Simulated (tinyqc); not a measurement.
Screening of the starting offset: band offset of a heterojunction with an interface dipole (two-band chains, self-consistent charge).

Sites alternate A, C. Left: A at -G1/2, C at +G1/2, hopping -t1; right: A at D - G2/2, C at D + G2/2, hopping -t2; the bonds across the two interfaces of a ring (C left to A right, C right to A left) have -sqrt(t1 t2). D is the offset of the mid-gaps, so Ev(right) - Ev(left) = D - (G2 - G1)/2 and Ec(right) - Ec(left) = D + (G2 - G1)/2. The closing bond has its sign reversed (antiperiodic ring). Half the levels are filled with two electrons each. The charge moved is q = (electrons on the left) less one a site; the mean over the two interfaces, q/2, is taken as the charge that crosses each, and its dipole opposes the offset: D = D0 - u q/2.

From here on the ring has 24 cells a side.

Values chosen for the exercise (gaps near those of Si and Ge; the chains and D0 are free models, so the offsets are not those of the real pair; the results hold for these values, not for the real material): G1 = 1.08 eV (gap on the left); G2 = 0.73 eV (gap on the right); t1 = 1.98 eV (hopping on the left); t2 = 2.43 eV (hopping on the right); u = 4.5 eV (potential step per electron moved across).

chi = 0.589846 1/eV

D0 is varied; the self-consistent D is found by bisection. chi = dq/dD at D = 0; the linear rule is D = S D0 with S = 1/(1 + u chi/2). The gap of the junction closes (type III) at |D| = (G1 + G2)/2.

Against D0:
```
2 D0/(G1 + G2)  D0 (eV)  q at D0   D (eV)    D/D0  linear (eV)
-0.85            -0.769  -0.5196  -0.3268  0.4249      -0.3306
-0.55            -0.498  -0.3080  -0.2129  0.4277      -0.2139
-0.30            -0.272  -0.1623  -0.1165  0.4291      -0.1167
-0.15            -0.136  -0.0803  -0.0583  0.4296      -0.0583
0.10              0.090   0.0535   0.0389  0.4296       0.0389
0.25              0.226   0.1347   0.0971  0.4293       0.0972
0.50              0.453   0.2776   0.1937  0.4280       0.1944
0.80              0.724   0.4791   0.3080  0.4254       0.3111
0.95              0.860   0.6151   0.3642  0.4236       0.3694
```

What can be read from this table?

D/D0 lies between 0.424 and 0.430, against S = 0.430 from chi at D = 0; the linear rule misses by at most 5 meV. q is odd in D. About half of the starting offset survives.

Computed by tinyqc, a small Python program: `OMP_NUM_THREADS=1 python tinyqc.py 1482206 1482207 out.jsonl` (the numbers bound the seed that draws the inputs); one thread of a shared host (Intel(R) Xeon(R) Processor @ 2.30GHz), about 0.3 s for the whole set of steps.
